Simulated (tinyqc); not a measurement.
From results back to parameters: five-level k.p model folded onto the conduction band. Two cases, with inputs chosen for the exercise.

Problem. The levels are known; the mass and the g factor at E = Eg are given. Find Ep and Ep2.

Second-order sums for the lowest conduction level at E: 1/m = 1 + Cm + (Ep/3)(2/E + 1/(E + Dso)) - (Ep2/3)(2/(E7 + D2 - E) + 1/(E7 - E)); g/2 = 1 + Cg - (Ep/3)(1/E - 1/(E + Dso)) - (Ep2/3)(1/(E7 - E) - 1/(E7 + D2 - E)). E is counted from the top of the valence band; E = Eg at the edge.

Find: coefficients of (Ep, Ep2); right-hand sides 1/m - 1 - Cm and 1 + Cg - g/2; Ep, Ep2.

Method. Both sums are linear in Ep and Ep2, so two equations fix them.

Case 1.

Values chosen (near those of InAs; the results hold for these values, not for the real material):
- Eg = 0.414 eV (gap at Gamma to the s-like level)
- Dso = 0.391 eV (spin-orbit splitting)
- E7 = 4.57 eV (upper Gamma7 conduction level, from the valence top)
- D2 = 0.17 eV (its spin-orbit splitting, Gamma8 above Gamma7)
- Cm = 0 (remote term in 1/m)
- Cg = 0 (remote term in g/2)

m = 0.02281213 m0
g = -14.918364

Solution.

coefficients of (Ep, Ep2) (1/eV):
```
         1         2
1  2.02438  -0.23431
2  0.39107   0.00315
```

right-hand sides 1/m - 1 - Cm and 1 + Cg - g/2: 42.8363  8.4592

Ep, Ep2 (eV): 21.60  3.80

Case 2.

Values chosen (near those of InSb; the results hold for these values, not for the real material):
- Eg = 0.24 eV (gap at Gamma to the s-like level)
- Dso = 0.853 eV (spin-orbit splitting)
- E7 = 3.18 eV (upper Gamma7 conduction level, from the valence top)
- D2 = 0.33 eV (its spin-orbit splitting, Gamma8 above Gamma7)
- Cm = -2 (remote term in 1/m)
- Cg = 0 (remote term in g/2)

m = 0.01398701 m0
g = -50.135611

Solution.

coefficients of (Ep, Ep2) (1/eV):
```
         1         2
1  3.08275  -0.31725
2  1.08392   0.01144
```

right-hand sides 1/m - 1 - Cm and 1 + Cg - g/2: 72.4949  26.0678

Ep, Ep2 (eV): 24.00  4.70

Computed by tinyqc, one run a case: `OMP_NUM_THREADS=1 python tinyqc.py N N+1 out.jsonl` with N = 1081262, 1081302; one thread of a shared Intel(R) Xeon(R) Processor @ 2.30GHz, about 0.01 s a run at most.
